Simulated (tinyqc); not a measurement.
Plane-wave Kohn-Sham cycle with exchange-only LDA in a layered model solid, step by step. One step of it, computed by the program tinyqc.

Question. Iteration 1: Hamiltonian at one k. H(m,m') = (k + G_m)^2/2 delta + V(G_m - G_m'), with V(-G) = V(G).

A solid whose potential varies along x alone (atomic units):
```
parameter                      value
period a                    8.600000
cross-section of the cell  36.000000
electrons per cell                 2
grid points                       16
plane waves -n..n, n               2
k points                           2
V1 in V1 cos(2 pi x/a)     -0.600000
V2 in V2 cos(4 pi x/a)     -0.020000
```

V(G_m), m = 0, 1, 2, ... (hartree): [-0.183400, -0.300000, -0.010000, 0.000000, 0.000000]

k = 0.250000 2 pi / a

Give: H.

Answer.

H (hartree), order -2, -1, +0, +1, +2:
```
[[0.6340, -0.3000, -0.0100, 0.0000, 0.0000],
 [-0.3000, -0.0333, -0.3000, -0.0100, 0.0000],
 [-0.0100, -0.3000, -0.1667, -0.3000, -0.0100],
 [0.0000, -0.0100, -0.3000, 0.2336, -0.3000],
 [0.0000, 0.0000, -0.0100, -0.3000, 1.1677]]
```
